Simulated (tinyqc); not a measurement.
What each parameter does: heterojunction of two tight-binding chains.

Left chain: hopping -t1, sites at 2 t1 (band bottom 0). Right chain: hopping -t2, sites at dE + 2 t2 (bottom dE). t = c/(m a^2), c = hbar^2/2m0. The bond across the interface is -tc with tc = f sqrt(t1 t2), and the last left site has the extra energy U. In a chain E = bottom + 2t (1 - cos(ka)); the surface Green function of a half chain is g = -exp(ika)/t, with Im k > 0 where cos(ka) > 1.

Constants: hbar^2/2m0 = 3.80998211 eV angstrom^2.

Values chosen for the exercise (masses and offset of the size met at InGaAs / InAlAs; shifted at random, so the results belong to these values and not to a real crystal): a = 2.8 angstrom (site spacing); m1 = 0.038 m0 (mass on the left); m2 = 0.075 m0 (mass on the right); dE = 0.56 eV (band offset); f = 1 (factor on the interface hopping); U = -0.31 eV (extra energy on the last left site); E = 0.66 eV (electron energy).

T = 4 Im(S1) Im(S2) |G|^2 with G = 1/(E - 2 t1 - U - S1 - S2), S1 = -t1 exp(i k1 a), S2 = -(tc^2/t2) exp(i k2 a).

One parameter was then changed.

Results before and after:
```
case          T    k1 a    k2 a
base     0.9022  0.2277  0.1243
changed  0.9517  0.2277  0.1523
```

Which of these changes was made? (a) m2 = 0.09 m0; (b) m1 = 0.0456 m0; (c) f = 0.9; (d) U = -0.11 eV; (e) a = 2.24 angstrom; (f) dE = 0.51 eV.

Answer: (f) dE = 0.51 eV. Of the candidates, run in turn, only this one gives the changed row.

All candidates:
```
case                    T    k1 a    k2 a
base               0.9022  0.2277  0.1243
m1 = 0.0456 m0     0.8728  0.2495  0.1243
m2 = 0.09 m0       0.9263  0.2277  0.1362
dE = 0.51 eV       0.9517  0.2277  0.1523
f = 0.9            0.7098  0.2277  0.1243
U = -0.11 eV       0.9101  0.2277  0.1243
a = 2.24 angstrom  0.9065  0.1820  0.0994
```

(tinyqc, `OMP_NUM_THREADS=1 python tinyqc.py 1480352 1480353 out.jsonl`, Intel(R) Xeon(R) Processor @ 2.30GHz, 1 thread, shared host, about 0.01 s.)
